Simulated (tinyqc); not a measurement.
Metal-induced gap states at the contact of a metal chain and a two-band chain: sweeps and comparisons. A value that a table varies takes the place of the one given here.

The semiconductor alternates sites A at -Eg/2 and C at +Eg/2 with hopping -t; the gap runs from -Eg/2 to Eg/2. In the gap cosh(q a) = 1 + (Eg^2/4 - E^2)/(2 t^2) and the amplitude changes by -exp(-q a) a period. The metal has site energy 0 and hopping -tm; its end site has g_m = (E - i sqrt(4 tm^2 - E^2))/(2 tm^2). Sites 1, 2, ... count into the semiconductor, with energies e1, e2 alternating. The clean half chain has g1 = 1/(E - e1 - t^2 g2), g2 = 1/(E - e2 - t^2 g1), decaying root. With the contact G11 = 1/(1/g1 - tc^2 g_m), and the density on site j is -Im G_jj/pi = |psi_j/psi_1|^2 (-Im G11/pi), per spin, with psi_2/psi_1 = -t g2, psi_3/psi_2 = -t g1.

Constants: e^2/(4 pi eps0) = 14.39964547 eV angstrom.

Inputs chosen for the exercise (gap and optical dielectric constant near those of Ge; the chain itself is a model; shifted at random, so the results belong to these values and not to a real crystal):
- Eg = 0.69 eV (gap)
- t = 3.03 eV (hopping in the semiconductor)
- tm = 1.83 eV (hopping in the metal)
- tc = 1 eV (hopping across the contact)
- end = C (site that touches the metal)
- a = 4 angstrom (period (two sites); one chain for each area a^2)
- eps = 16.1 (dielectric constant)
- E = -0.23 eV (energy from mid-gap)

## Across the gap

E = f Eg. Share on C: the part of the summed density that lies on C sites, whose orbitals make the conduction edge.

Gap states:

| f | E (eV) | xi = 1/(2q) (angstrom) | D1 (1/eV) | D2 (1/eV) | sum (1/eV) | share on C |
|---|---|---|---|---|---|---|
| -0.48 | -0.331 | 62.74 | 0.0004 | 0.0178 | 0.2938 | 0.021 |
| -0.40 | -0.276 | 29.28 | 0.0020 | 0.0166 | 0.1452 | 0.106 |
| -0.30 | -0.207 | 21.96 | 0.0043 | 0.0158 | 0.1209 | 0.215 |
| -0.15 | -0.103 | 18.42 | 0.0091 | 0.0151 | 0.1239 | 0.375 |
| 0.00 | 0.000 | 17.57 | 0.0164 | 0.0147 | 0.1528 | 0.528 |
| 0.15 | 0.103 | 18.42 | 0.0296 | 0.0143 | 0.2246 | 0.674 |
| 0.30 | 0.207 | 21.96 | 0.0597 | 0.0136 | 0.4401 | 0.814 |
| 0.40 | 0.276 | 29.28 | 0.1174 | 0.0122 | 1.0151 | 0.906 |
| 0.48 | 0.331 | 62.74 | 0.3235 | 0.0064 | 5.3401 | 0.981 |

The decay length xi of the density is shortest at mid-gap, 17.57 angstrom, and grows to 62.7 near the edges. The summed density is least at f = -0.3 (0.1209) and largest at f = 0.48 (5.3401 1/eV). The share on C goes from 0.02 to 0.98 and passes one half near f = -0.028, a point that depends on which site ends the chain. The states turn from valence-like to conduction-like across the gap; the branch point, where the decay is fastest, lies at mid-gap in this symmetric chain and is the usual estimate of the neutrality level.

## Wider gaps pin less

E = 0; Eg is varied and eps follows 1 + (eps0 - 1)(Eg0/Eg), with the given Eg and eps as Eg0 and eps0. xi = 1/(2q), N = 2 (summed density)/a^2, S = 1/(1 + 4 pi e^2 N xi/eps).

Against the gap:

| Eg (eV) | eps | xi (angstrom) | summed density (1/eV) | S | S at fixed eps |
|---|---|---|---|---|---|
| 0.50 | 21.84 | 24.25 | 0.2139 | 0.157 | 0.121 |
| 0.75 | 14.89 | 16.17 | 0.1399 | 0.225 | 0.239 |
| 1.10 | 10.47 | 11.03 | 0.0928 | 0.311 | 0.410 |
| 1.50 | 7.95 | 8.10 | 0.0660 | 0.397 | 0.571 |
| 2.30 | 5.53 | 5.30 | 0.0404 | 0.533 | 0.769 |
| 3.40 | 4.06 | 3.61 | 0.0251 | 0.664 | 0.887 |
| 5.50 | 2.89 | 2.28 | 0.0133 | 0.809 | 0.959 |
| 9.00 | 2.16 | 1.46 | 0.0064 | 0.912 | 0.987 |

From Eg = 0.5 to 9 eV xi falls by a factor 16.7 and the summed density by 33.6, so at fixed eps S rises from 0.12 to 0.99. The weaker screening of wide-gap solids works against this: with it S goes from 0.16 to 0.91.

## Weakening the contact bond

At the given E, tc is varied, as by a thin spacer. xi = 1/(2q), N = 2 (summed density)/a^2, S = 1/(1 + 4 pi e^2 N xi/eps) with xi and eps kept.

Against tc:

| tc (eV) | D1 (1/eV) | summed density (1/eV) | S |
|---|---|---|---|
| 0.10 | 0.00003 | 0.00125 | 0.9604 |
| 0.25 | 0.00022 | 0.00779 | 0.7950 |
| 0.50 | 0.00087 | 0.03119 | 0.4919 |
| 0.80 | 0.00223 | 0.07999 | 0.2740 |
| 1.20 | 0.00501 | 0.17958 | 0.1439 |
| 1.80 | 0.01091 | 0.39117 | 0.0717 |
| 2.50 | 0.01852 | 0.66356 | 0.0435 |
| 3.50 | 0.02394 | 0.85795 | 0.0340 |

For a weak bond the density goes as tc^2 (ratio 6.25 between 0.25 and 0.1 eV, against 6.25). It is largest at tc = 3.5 eV among these rows, the end of the table; the peak may lie just before or beyond it. S is 0.960 at 0.1 eV and has its least value, 0.034, in that row.

## What each parameter does

xi = 1/(2q), summed density, and S = 1/(1 + 4 pi e^2 N xi/eps), N = 2 (summed density)/a^2. Each row changes one parameter from the base and keeps the others.

Results:

| case | xi (angstrom) | summed density (1/eV) | S |
|---|---|---|---|
| base | 23.573 | 0.12497 | 0.1946 |
| Eg = 0.759 eV | 20.084 | 0.10942 | 0.2447 |
| t = 3.333 eV | 25.929 | 0.11437 | 0.1936 |
| tm = 2.013 eV | 23.573 | 0.11358 | 0.2100 |
| tc = 1.1 eV | 23.573 | 0.15111 | 0.1665 |
| eps = 17.71 | 23.573 | 0.12497 | 0.2100 |
| end = A | 23.573 | 0.54988 | 0.0521 |

The largest shifts from the base row, up to three for each result and ties (the steps differ in size, so this ranks the rows, not the parameters). xi (angstrom): Eg -3.490, t +2.356; unchanged at the printed digits by tm, tc, eps and end. summed density (1/eV): end +0.42491, tc +0.02613, Eg -0.01555; unchanged at the printed digits by eps. S: end -0.1425, Eg +0.0501, tc -0.0280. The decay length belongs to the semiconductor alone; the metal and the contact set only the amplitude.

tinyqc: `OMP_NUM_THREADS=1 python tinyqc.py 1481617 1481618 out.jsonl`; about 0.01 s, one thread, shared Intel(R) Xeon(R) Processor @ 2.30GHz.
